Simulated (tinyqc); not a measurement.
Capillary instabilities by surface diffusion: grooving and agglomeration of films, edge retraction, wire break-up and smoothing of roughness: one step, computed by the program tinyqc. Command: `OMP_NUM_THREADS=1 python tinyqc.py 3013495 3013496 out.jsonl dewet walk`. One thread of a shared host (Intel(R) Xeon(R) Processor @ 2.30GHz), about 0.01 s of CPU time with the checks.

Isotropic surface energy; shapes change by surface diffusion alone.

Problem. Will grooves cut through? Groove angle beta: sin(beta) = gamma_b/(2 gamma). For circular grains of radius R with spherical caps the groove ends (measured from the mean surface) at the depth R g(beta), g = (2 - 3 cos beta + cos^3 beta)/(3 sin^3 beta). The film parts if R [g(beta_s) + g(beta_i)] > h.

Inputs (values chosen for the exercise, of the order of those of a nickel silicide film):

| quantity | value | unit |
|---|---|---|
| surface energy gamma_s | 1.45 | J/m^2 |
| grain-boundary energy gamma_b | 0.37 | J/m^2 |
| interface energy gamma_i | 0.93 | J/m^2 |
| film thickness h | 15 | nm |
| grain radius R | 120 | nm |

Grooves: at the surface and the interface.

Give: beta_s; beta_i; sum of g; critical R/h; final depth over h.

Solution.

beta_s = 7.3301 degrees

beta_i = 11.474 degrees

sum of g = 0.082473

critical R/h = 12.125

final depth over h = 0.65979

The grooves stop short by this estimate; triple junctions groove deeper and may still open.
